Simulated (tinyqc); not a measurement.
# Changing the time t

Model: Deal-Grove kinetics of thermal oxidation of silicon. Computed by tinyqc, a small Python program. Command: `OMP_NUM_THREADS=1 python tinyqc.py 3010084 3010085 out.jsonl oxide sweep`. One thread of a shared host (Intel(R) Xeon(R) Processor @ 2.30GHz), about 0.2 s of CPU time with the checks.

Oxidant diffuses through the oxide and reacts at the interface, so that dx/dt = B/(A + 2x) for the oxide thickness x.

Inputs (values chosen for the exercise, close to those used for silicon):

| quantity | value | unit |
|---|---|---|
| prefactor B0 | 703 | um^2/h |
| activation energy E_B | 1.23 | eV |
| prefactor (B/A)0 | 3.37e+06 | um/h |
| activation energy E_A | 2.01 | eV |
| temperature T | 1025 | C |
| oxidant pressure p | 0.5 | atm |
| pressure exponent m of B/A | 0.74 | - |
| initial oxide x_i | 0.1 | um |

Ambient: dry oxygen. Surface: (100).

Constants: k_B = 8.617333262e-05 eV/K.

Method:
- B = B0 p exp(-E_B/(k_B T)), B/A = (B/A)0 p^m exp(-E_A/(k_B T)), p in atm; A = B/(B/A).
- Temperatures in kelvin are T(C) + 273.15.
- tau = (x_i^2 + A x_i)/B and x = (A/2) [sqrt(1 + 4 B (t + tau)/A^2) - 1], the root of x^2 + A x = B (t + tau).
- Silicon consumed is 0.44 times the oxide grown; the rate is B/(A + 2x).

One run for each value:

| time t (h) | oxide thickness x (um) | final growth rate (um/h) | silicon consumed (um) |
|---|---|---|---|
| 0.03 | 0.10046 | 0.015249 | 2.0153e-04 |
| 0.074 | 0.10113 | 0.015196 | 4.9624e-04 |
| 0.18 | 0.10273 | 0.015072 | 1.2021e-03 |
| 0.45 | 0.10676 | 0.014768 | 2.9744e-03 |
| 1.1 | 0.11614 | 0.014105 | 7.1011e-03 |
| 2.7 | 0.13761 | 0.012792 | 1.6546e-02 |
| 6.6 | 0.18302 | 0.010687 | 3.6529e-02 |
| 16 | 0.26982 | 0.008130 | 7.4723e-02 |
| 40 | 0.42970 | 0.005643 | 1.4507e-01 |

Describe and explain the trends.

Over the rows, oxide thickness x (um) rises from 0.100 to 0.430 (exponent d ln y / d ln x 0.0074 between the first rows and 0.51 between the last); final growth rate (um/h) falls from 0.0152 to 0.00564 (exponent d ln y / d ln x -0.0038 between the first rows and -0.40 between the last); silicon consumed (um) rises from 2.02e-4 to 0.145 (exponent d ln y / d ln x 1.00 between the first rows and 0.72 between the last). The rate B/(A + 2x) falls as the film lengthens the diffusion path.
